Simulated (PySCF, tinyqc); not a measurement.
Starting guesses with plain Roothaan steps: SCF starting guesses in the 3-21g basis, for H2, spin multiplicity 1. Computed by the program tinyqc with PySCF. 

Geometry (angstrom):
```
atom       x       y       z
H     0.0000  0.0000  0.0000
H     0.0000  0.0000  1.3450
```

lowest restricted solution found by these runs and by PySCF = -1.022510 hartree

RHF with one setting changed at a time; a run stops when the energy changes by less than 1e-09 hartree and the error matrix is below 1e-5. Starts: the lowest orbitals of the core Hamiltonian, of the Wolfsberg-Helmholz matrix (K = 1.75), projected atomic densities, random orbitals, and the highest orbitals of the core Hamiltonian (a deliberately bad start).

Largest element of the error matrix X^T (FDS - SDF) X:
```
iteration     core  Wolfsberg-Helmholz  atomic densities   random  highest core orbitals
1          1.1e-01             1.1e-01           1.4e-01  2.4e-01                1.1e-01
2          1.7e-02             1.7e-02           1.9e-03  2.3e-01                7.3e-02
3          2.6e-03             2.7e-03           2.9e-04  3.5e-02                1.2e-02
4          4.1e-04             4.2e-04           4.6e-05  7.9e-03                1.8e-03
5          6.5e-05             6.5e-05           7.2e-06  1.8e-03                2.9e-04
6          1.0e-05             1.0e-05           1.1e-06  3.9e-04                4.5e-05
8                -                   -                 -  1.9e-05                1.1e-06
```

How each run ends:
```
run                    iterations  E (hartree)         state
core                            7    -1.022510  lowest found
Wolfsberg-Helmholz              7    -1.022510  lowest found
atomic densities                6    -1.022510  lowest found
random                          9    -1.022510  lowest found
highest core orbitals           8    -1.022510  lowest found
```

5 of 5 runs reach the lowest restricted solution found, in 6 to 9 iterations (fastest: atomic densities). The first errors are 1e-01, 1e-01, 1e-01, 2e-01, 1e-01; the deliberately bad start has the smallest one, so a small first error does not mark a good start. The restricted reference is unstable here: a spin-polarised solution lies 0.0071 hartree lower (PySCF), so results built on it describe a poor reference.
